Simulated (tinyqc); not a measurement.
# Thin film between two gates, subbands and threshold shift from confinement: effects of single changes

Undoped body with a flat potential across it, hard walls, transport along x. One isotropic valley (g = 1, mx = my = mz = me). Non-parabolicity enters the subband edges through E (1 + al E) = gamma, so E = 2 gamma/(1 + sqrt(1 + 4 al gamma)); motion within a subband is taken as parabolic with the band-edge mass. Energies are counted from the bulk band edge.

Parameters, values chosen for the exercise; masses close to those of In0.53Ga0.47As:
- T = 77 K (temperature)
- me = 0.0405 m0 (mass at the band edge)
- al = 1.1 1/eV (non-parabolicity)
- t = 9.9 nm (film thickness (along z))
- dl = 0 nm (widening of the box by penetration into the insulator)
- Cg = 2.9 uF/cm^2 (gate capacitance per area of interface)

Constants: q = 1.602176634e-19 C, kB = 1.380649e-23 J/K, hbar = 1.054571817e-34 J s, m0 = 9.1093837015e-31 kg, Vt = kB T/q, hbar^2/(2 m0) = 0.0380998212 eV nm^2. Results are converted to the units shown.

Each table varies one quantity; the others keep the values above.

## Confinement against the film thickness

gamma = C (pi k/(t + dl))^2/mz, C = hbar^2/(2 m0). Each subband has N_k = g sqrt(mx my) m0 kB T/(pi hbar^2); without degeneracy n = exp(EF/Vt) sum N_k exp(-E_k/Vt). Classical value Nc times t, Nc = sum over valleys of 2 g (m m0 kB T/(2 pi hbar^2))^1.5 with m = (mx my mz)^(1/3). Threshold shift dVT = Vt ln(classical value/sum N_k exp(-E_k/Vt)). With degeneracy n = sum N_k F((EF - E_k)/Vt), F(x) = ln(1 + exp(x)); gate: Vg = EF + q n/(Cg P), P = 2 (both faces), summed over the 60 lowest subbands at most, with Vg counted from the value that would put EF at the bulk band edge of an empty body. The last two columns are for Vg = 0.5 V; sensitivity d(dVT)/dt by central differences between 0.99 and 1.01 times the value.

Result of one run:
```
t (nm)	E_1 (meV)	gap to the next edge (meV)	dVT (mV)	sensitivity (mV/nm)	n/P (cm^-2)	share of the lowest subband (%)
3.8	434.9	705.8	418.9	-171.2	3.752e11	100.0
```

What becomes of these results when the film thickness (along z) t is changed from 3.8 to 4.8 nm, all else the same?

Result of the changed run:
```
t (nm)	E_1 (meV)	gap to the next edge (meV)	dVT (mV)	sensitivity (mV/nm)	n/P (cm^-2)	share of the lowest subband (%)
4.8	302.4	536.1	288.0	-99.46	1.139e12	100.0
```

The whole series:
```
t (nm)	E_1 (meV)	gap to the next edge (meV)	dVT (mV)	sensitivity (mV/nm)	n/P (cm^-2)	share of the lowest subband (%)
3	615.2	919.7	597.7	-290.0	1607	100.0
3.8	434.9	705.8	418.9	-171.2	3.752e11	100.0
4.8	302.4	536.1	288.0	-99.46	1.139e12	100.0
6.1	203.8	397.1	191.0	-55.40	1.707e12	100.0
7.7	136.2	290.2	124.9	-30.44	2.097e12	100.0
9.8	88.13	204.4	78.44	-15.85	2.708e12	81.93
12	60.46	149.1	52.11	-8.933	3.192e12	69.76
16	34.93	92.33	28.49	-3.796	3.814e12	56.42
20	22.65	62.27	17.69	-1.880	4.288e12	47.44
```

As t grows from 3 to 20 nm, E_1 falls from 615 to 22.6 meV and dVT falls from 598 to 17.7 mV. E_1 goes as t^(-1.47) at the thin end (-2 for a parabolic band without penetration); a thickness error of 0.2 nm moves the threshold by 58 mV in the first row and 0.38 mV in the last. The charge per interface area rises from 1610 to 4.29e12 cm^-2. For t = 6.1, 7.7, 9.8, 12, 16, 20 the charge in the last two columns would bend the potential across the body by some 30 mV or more, which is left out.

## Charge and subband filling against gate voltage

Same model as above.

Each subband has N_k = g sqrt(mx my) m0 kB T/(pi hbar^2). Cq = q dn/dEF.

Charge and subband filling against gate voltage:
```
Vg (V)	EF - E_1 (eV)	n (cm^-2)	n/P (cm^-2)	share of the lowest subband (%)	Cq/(Cg P)	total C/(Cg P)
-0.06	-0.1465	28.94	14.47	100.0	1.205e-10	1.205e-10
0.07	-0.01674	8.663e9	4.331e9	100.0	0.03471	0.03354
0.19	0.07053	1.193e12	5.967e11	100.0	0.4673	0.3185
0.32	0.1591	2.692e12	1.346e12	99.99	0.4682	0.3189
0.44	0.2313	4.423e12	2.211e12	88.49	0.9297	0.4818
0.56	0.2934	6.521e12	3.260e12	76.11	0.9347	0.4831
0.69	0.3606	8.794e12	4.397e12	69.36	0.9347	0.4831
0.81	0.4226	1.089e13	5.447e12	65.62	0.9423	0.4852
0.94	0.4820	1.345e13	6.725e12	60.63	1.398	0.5831
```

EF passes E_1 = 0.0865 eV at Vg = 0.0887 V. The share of the lowest subband falls from 100 to 60.6 % and the total capacitance rises from 1.20e-10 to 0.583 of Cg P. Between the last two rows 46 % of the added gate voltage goes into raising EF. For Vg = 0.32, 0.44, 0.56, 0.69, 0.81, 0.94 the charge would bend the potential across the body by some 30 mV or more, which is left out.

Range of the model: Non-parabolicity also makes carriers heavier within each subband, which is left out, so densities of states are understated at high energy.

Numbers from tinyqc (`OMP_NUM_THREADS=1 python tinyqc.py 2350143 2350144 out.jsonl`; about 0.04 s on one thread of a shared Intel Xeon 2.30GHz).
